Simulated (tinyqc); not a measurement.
Scattering rates of a carrier in a spherical band by Fermi's golden rule: one step, computed by the program tinyqc. Command: `OMP_NUM_THREADS=1 python tinyqc.py 3025775 3025776 out.jsonl scatter walk`. One thread of a shared host (Intel(R) Xeon(R) Processor @ 2.30GHz), about 0.01 s of CPU time with the checks.

All processes here are isotropic or elastic, and the rate listed is the momentum relaxation rate.

Question. All rates at E. Kane band: hbar^2 k^2/(2 m) = E (1 + alpha E), speed v = hbar k/(m (1 + 2 alpha E)), states per spin, volume and energy g(E) = m k (1 + 2 alpha E)/(2 pi^2 hbar^2); overlap factors are set to 1. Masses are multiplied by m_0 and all formulas are in SI units. Phonon occupation N_q = 1/(exp(hbar w/(k_B T)) - 1). Acoustic deformation potential (elastic, equipartition, absorption and emission together): 1/tau = 2 pi k_B T D_A^2 g(E)/(hbar rho v_l^2). Optical or intervalley deformation potential: 1/tau = (pi Z_f D_o^2/(rho w)) [N_q g(E + hbar w) + (N_q + 1) g(E - hbar w)], with g = 0 below the band edge. Singly charged impurities, momentum relaxation: 1/tau = N_I e^4 m (1 + 2 alpha E) Phi/(8 pi (eps_s eps_0)^2 hbar^3 k^3), with alpha = 0 for a parabolic band. Brooks-Herring: Phi = ln(1 + b) - b/(1 + b), b = 4 k^2 L_s^2. Debye screening by free carriers of density N_I: L_s = sqrt(eps_s eps_0 k_B T/(e^2 N_I)). Neutral impurities (Erginsoy): 1/tau = 20 N_n a_B hbar/m, a_B = 4 pi eps_s eps_0 hbar^2/(m e^2). Rates add: 1/tau_m is the sum, and the mean free path is v tau_m.

Inputs (values chosen for the exercise, modelled on electrons in diamond):
```
quantity                                            value       unit
density-of-states mass of one valley m              0.504        m_0
non-parabolicity alpha                                0.2       1/eV
static permittivity eps_s                             5.7          -
density rho                                          3515     kg/m^3
sound velocity v_l                                  18700        m/s
acoustic deformation potential D_A                      8         eV
phonon energy hbar w                                  142        meV
optical or intervalley deformation potential D_o      8.3  1e8 eV/cm
final valleys Z_f                                       5          -
ionised impurity density N_I                      2.1e+17     1/cm^3
temperature T                                         200          K
carrier energy E                                       44        meV
neutral impurity density N_n                      1.7e+16     1/cm^3
```

Crystal: non-polar. Band: Kane. Impurity formula: Brooks-Herring. Further scattering: neutral impurities.

Constants: k_B = 1.380649e-23 J/K; e = 1.602176634e-19 C; hbar = 1.054571817e-34 J s; m_0 = 9.1093837015e-31 kg; hbar = 6.582119569e-16 eV s; k_B = 8.617333262e-05 eV/K; eps_0 = 8.8541878128e-12 F/m.

Give: Momentum relaxation rates; momentum relaxation time tau_m; mean free path.

Answer.

Momentum relaxation rates:
```
process             rate (1/s)  share (%)
acoustic             3.586e+11      5.589
optical absorption   3.473e+09    0.05414
optical emission             0          0
ionised impurity     6.007e+12      93.63
neutral impurity     4.674e+10     0.7285
```

momentum relaxation time tau_m = 155.9 fs

mean free path = 26.96 nm

The largest rate is ionised impurity (94 %), then acoustic (6 %). Caution: Erginsoy's formula holds for k a_B below about 0.5 and for dopants that stay neutral, which means low temperature; elsewhere it is only a rough constant rate.
